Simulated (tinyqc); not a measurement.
Trench capacitor in an array: capacitance, non-linearity, leakage and relaxation: two steps of the calculation.

A film between two metal electrodes, each interface adding a series capacitance ci. The small-signal permittivity is ek (1 + aq E^2); the field is found with the linear permittivity. Leakage J = J0 sinh(E/Ef). After a voltage step the film passes a relaxation current kr C V tt^(-nr), tt being the time in seconds. The sidewall is a coaxial capacitor with radii a = dm/2 - t and b = dm/2, depth AR dm; the end face is left out.

Values chosen for this exercise; permittivity of the order of that of tantalum oxide: relative permittivity of the film ek = 26.1; film thickness t = 26 nm; capacitance of each electrode interface (dead layer and screening) ci = 1000 uF/cm^2; quadratic field coefficient of the permittivity aq = 0.0066 cm^2/MV^2; bias V = 2.2 V; leakage prefactor J0 = 9.1e-11 A/cm^2; field for an e-fold rise of the leakage Ef = 0.36 MV/cm; diameter of the hole dm = 130 nm; aspect ratio, depth over diameter AR = 50; pitch of the square array pt = 210 nm; resistivity of the inner electrode rho = 380 uohm cm.

Constants: eps0 = 8.8541878128e-14 F/cm where lengths are in cm. Results are converted to the units shown.

Question 1. Planar capacitance, field and non-linearity. Planar film: Cf = eps0 ek/t, 1/C = 1/Cf + 2/ci, EOT = 3.9 eps0/C, effective permittivity C t/eps0, E = (V/t) C/Cf; quadratic coefficient [C(V)/C - 1]/V^2 with Cf (1 + aq E^2) in C(V).

Wanted: Cf; C; EOT; effective permittivity; E; quadratic coefficient; J.

Answer 1.

Cf = 0.88882 uF/cm^2
C = 0.88725 uF/cm^2
EOT = 3.8920 nm
effective permittivity = 26.054
E = 0.84465 MV/cm
quadratic coefficient = 971.13 ppm/V^2
J = 4.7096e-10 A/cm^2

The interfaces take 0.177 % of the voltage.

Question 2. Cell capacitance, fields and time constant. Per length 1/c = ln(b/a)/(2 pi eps0 ek) + (1/a + 1/b)/(2 pi ci); cell capacitance c AR dm; per footprint over pt^2; fields c V/(2 pi eps0 ek r) at r = a and b; resistance of the inner electrode rho AR dm/(pi a^2); time constant R C/3 of the distributed line.

Wanted: a; b; cell capacitance; capacitance per footprint; field at a; field at b; R; R C/3.

Answer 2.

a = 39.00 nm
b = 65.00 nm
cell capacitance = 18.44 fF
capacitance per footprint = 41.82 uF/cm^2
field at a = 1.102 MV/cm
field at b = 0.6614 MV/cm
R = 5.169 kohm
R C/3 = 31.78 ps

The array gives 47.1 times the planar capacitance per footprint; curvature makes the field at the inner electrode 1.30 times the planar value.

Program tinyqc, `OMP_NUM_THREADS=1 python tinyqc.py 2102030 2102031 out.jsonl`; Intel Xeon 2.30GHz, shared host, one thread, about 0.01 s.
